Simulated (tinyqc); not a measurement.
Plane-wave Kohn-Sham cycle with exchange-only LDA in a layered model solid, step by step. Computed by tinyqc, a small Python program that keeps every step. Settings: points = 16, plane-wave index or count = 3, electrons = 2, k points = 4, area = 30.0, mixing = 0.8, iteration cap = 78. Command: `OMP_NUM_THREADS=1 python tinyqc.py 26591 26592 out.jsonl` (the two numbers bound the seeds that draw the settings). One thread of a shared host (Intel(R) Xeon(R) Processor @ 2.60GHz), about 0.01 s of CPU time with the checks. Later iterations appear only in the table of the cycle.

## Iteration 1: potential

A solid whose potential varies along x alone (atomic units):
```
parameter                      value
period a                    5.900000
cross-section of the cell  30.000000
electrons per cell                 2
grid points                       16
plane waves -n..n, n               3
k points                           4
V1 in V1 cos(2 pi x/a)     -0.360000
```

density at the start, on the grid x_j = j a/N (e/bohr^3): 0.01129944  0.01129944  0.01129944  0.01129944  0.01129944  0.01129944  0.01129944  0.01129944  0.01129944  0.01129944  0.01129944  0.01129944  0.01129944  0.01129944  0.01129944  0.01129944

V_H(G) = 4 pi rho(G)/G^2 for G != 0 (uniform background); v_x = -(3 rho/pi)^(1/3); V = V_ext + V_H + v_x; Fourier components f(G_m) = (1/N) sum_j f(x_j) exp(-i G_m x_j).

Potentials on the grid (hartree):
```
x             V_ext       V_H        v_x          V
0.000000  -0.360000  0.000000  -0.220975  -0.580975
0.368750  -0.332597  0.000000  -0.220975  -0.553571
0.737500  -0.254558  0.000000  -0.220975  -0.475533
1.106250  -0.137766  0.000000  -0.220975  -0.358741
1.475000          0  0.000000  -0.220975  -0.220975
1.843750   0.137766  0.000000  -0.220975  -0.083209
2.212500   0.254558  0.000000  -0.220975   0.033584
2.581250   0.332597  0.000000  -0.220975   0.111622
2.950000   0.360000  0.000000  -0.220975   0.139025
3.318750   0.332597  0.000000  -0.220975   0.111622
3.687500   0.254558  0.000000  -0.220975   0.033584
4.056250   0.137766  0.000000  -0.220975  -0.083209
4.425000          0  0.000000  -0.220975  -0.220975
4.793750  -0.137766  0.000000  -0.220975  -0.358741
5.162500  -0.254558  0.000000  -0.220975  -0.475533
5.531250  -0.332597  0.000000  -0.220975  -0.553571
```

V(G_m), m = 0, 1, 2, ... (hartree): -0.220975  -0.180000  0.000000  0.000000  0.000000  0.000000  0.000000

## Iteration 1: Hamiltonian at one k

k = 0.125000 2 pi / a

H(m,m') = (k + G_m)^2/2 delta + V(G_m - G_m'), with V(-G) = V(G).

H (hartree), lower triangle:
```
           -3         -2         -1         +0         +1         +2        +3
-3   4.466095
-2  -0.180000   1.772580
-1   0.000000  -0.180000   0.213177
+0   0.000000   0.000000  -0.180000  -0.212115
+1   0.000000   0.000000   0.000000  -0.180000   0.496705
+2   0.000000   0.000000   0.000000   0.000000  -0.180000   2.339636
+3   0.000000   0.000000   0.000000   0.000000   0.000000  -0.180000  5.316679
```

## Iteration 1: levels at that k

Diagonalise the Hermitian matrix.

eigenvalues (hartree): -0.315721  0.246189  0.528881  1.781392  2.346366  4.478104  5.327547

## Iteration 1: new density

Motion across x is left out: the lowest 1 band(s) hold two electrons at each of the k points (j + 1/2)/nk - 1/2. Residual R = rho(out) - rho(in); rho(new) = rho(in) + 0.8 R. rho(out) = 2/(a A nk) sum |psi|^2 with psi = sum c exp(i G x). Harris energy E = band energy - dV sum rho (V_H/2 + v_x) + (3/4) dV sum rho v_x with rho(in), dV = a A/N, band energy = (2/nk) sum of the filled levels.

rho(out) (e/bohr^3): 0.02671210  0.02477468  0.01983755  0.01386705  0.00862869  0.00492764  0.00272285  0.00162837  0.00130521  0.00162837  0.00272285  0.00492764  0.00862869  0.01386705  0.01983755  0.02477468

density after iteration 1 (e/bohr^3): 0.02362956  0.02207963  0.01812993  0.01335353  0.00916284  0.00620200  0.00443816  0.00356258  0.00330406  0.00356258  0.00443816  0.00620200  0.00916284  0.01335353  0.01812993  0.02207963

energy per cell = -0.49522810 hartree

## Iteration 2: potential

As before.

Potentials on the grid (hartree):
```
x             V_ext        V_H        v_x          V
0.000000  -0.360000   0.116209  -0.282581  -0.526372
0.368750  -0.332597   0.105900  -0.276262  -0.502958
0.737500  -0.254558   0.077520  -0.258696  -0.435734
1.106250  -0.137766   0.037585  -0.233627  -0.333808
1.475000          0  -0.005951  -0.206063  -0.212014
1.843750   0.137766  -0.046015  -0.180926  -0.089175
2.212500   0.254558  -0.077542  -0.161830   0.015187
2.581250   0.332597  -0.097470  -0.150399   0.084727
2.950000   0.360000  -0.104265  -0.146669   0.109066
3.318750   0.332597  -0.097470  -0.150399   0.084727
3.687500   0.254558  -0.077542  -0.161830   0.015187
4.056250   0.137766  -0.046015  -0.180926  -0.089175
4.425000          0  -0.005951  -0.206063  -0.212014
4.793750  -0.137766   0.037585  -0.233627  -0.333808
5.162500  -0.254558   0.077520  -0.258696  -0.435734
5.531250  -0.332597   0.105900  -0.276262  -0.502958
```

V(G_m), m = 0, 1, 2, ... (hartree): -0.210303  -0.159142  0.000840  0.000281  -0.000015  0.000002  0.000000

## Iteration 2: Hamiltonian at one k

k = 0.125000 2 pi / a

As before.

H (hartree), lower triangle:
```
           -3         -2         -1         +0         +1         +2        +3
-3   4.476766
-2  -0.159142   1.783252
-1   0.000840  -0.159142   0.223849
+0   0.000281   0.000840  -0.159142  -0.201443
+1  -0.000015   0.000281   0.000840  -0.159142   0.507376
+2   0.000002  -0.000015   0.000281   0.000840  -0.159142   2.350307
+3   0.000000   0.000002  -0.000015   0.000281   0.000840  -0.159142  5.327350
```

## Iteration 2: levels at that k

As before.

eigenvalues (hartree): -0.284671  0.252263  0.532158  1.790132  2.355564  4.486161  5.335851

## Iteration 2: new density

As before.

rho(out) (e/bohr^3): 0.02560454  0.02388404  0.01944925  0.01396715  0.00900772  0.00537406  0.00312601  0.00197250  0.00162498  0.00197250  0.00312601  0.00537406  0.00900772  0.01396715  0.01944925  0.02388404

density after iteration 2 (e/bohr^3): 0.02520955  0.02352315  0.01918539  0.01384443  0.00903874  0.00553965  0.00338844  0.00229051  0.00196079  0.00229051  0.00338844  0.00553965  0.00903874  0.01384443  0.01918539  0.02352315

energy per cell = -0.46785475 hartree

## Convergence

Stop when sqrt(dV sum R^2) is below 1e-8, dV = a A/N.

Course of the cycle:
```
iteration  E (hartree)  norm of the residual
1          -0.49522810              1.19e-01
2          -0.46785475              1.74e-02
3          -0.46758736              2.81e-03
4          -0.46759186              5.19e-04
5          -0.46759236              1.06e-04
6          -0.46759239              2.31e-05
7          -0.46759239              5.25e-06
8          -0.46759239              1.22e-06
9          -0.46759239              2.85e-07
10         -0.46759239              6.68e-08
11         -0.46759239              1.56e-08
12         -0.46759239              3.65e-09
```

Converged in 12 iterations. Before convergence this energy mixes input and output and is not variational, so it may rise towards its limit.
